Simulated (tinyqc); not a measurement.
From results back to parameters: Landau levels with Rashba coupling.

Problem. At B = 0 the two Rashba branches E = c k^2/m +/- aR k (c = hbar^2/2m0) share one Fermi level: k_- - k_+ = 2 kR with kR = aR m/(2c), n_+/- = k^2/(4 pi). Their densities, read from the beating of the oscillations, were computed from a hidden aR; 1/angstrom^2 = 1e16/cm^2.

Constants: hbar^2/2m0 = 3.80998211 eV angstrom^2.

Values chosen for the exercise (out of a larger set: near those of an asymmetric InSb well; not measured data): m = 0.0172 m0 (mass).

n_- = 1.28795 x 1e11/cm^2
n_+ = 1.01205 x 1e11/cm^2

Find: k_-; k_+; aR.

Solution. k = sqrt(4 pi n) for each branch, and aR = c (k_- - k_+)/m.

k_- = 0.01272 1/angstrom
k_+ = 0.01128 1/angstrom
aR = 0.32 eV angstrom

Run: tinyqc, `OMP_NUM_THREADS=1 python tinyqc.py 1251549 1251550 out.jsonl`; Intel(R) Xeon(R) Processor @ 2.30GHz, one thread, shared host; about 0.01 s of CPU time with all checks.
